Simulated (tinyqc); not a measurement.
# Depth and level of a trap from the time ratio

Inverse problem. For an oxide trap tc/te = exp(E/Vt) with E = E0 - dpsi - (xt/tox)(Vg - VT - dpsi), dpsi being the rise of the surface potential above its value at threshold. Find xt and E0, and the depth that would be read if dpsi were ignored.

Inputs (values chosen for the exercise):
- T = 300 K (temperature)
- tox = 1.2 nm (insulator thickness)

Constants: q = 1.602176634e-19 C, kB = 1.380649e-23 J/K, Vt = kB T/q. Results are converted to the units shown.

Vg - VT (V): 0.36  0.51
tc/te: 2.4904737  0.13499598
dpsi (V): 0.072020155  0.082066679

Answer. E + dpsi is a straight line in the oxide voltage Vg - VT - dpsi with slope -xt/tox and intercept E0. Ignoring dpsi assigns the motion of the bands to the trap and overstates its depth.

xt = 0.5600 nm
E0 = 0.2300 eV
depth read without dpsi = 0.6029 nm

Program tinyqc, `OMP_NUM_THREADS=1 python tinyqc.py 2710130 2710131 out.jsonl`; Intel Xeon 2.30GHz, shared host, one thread, about 0.01 s.
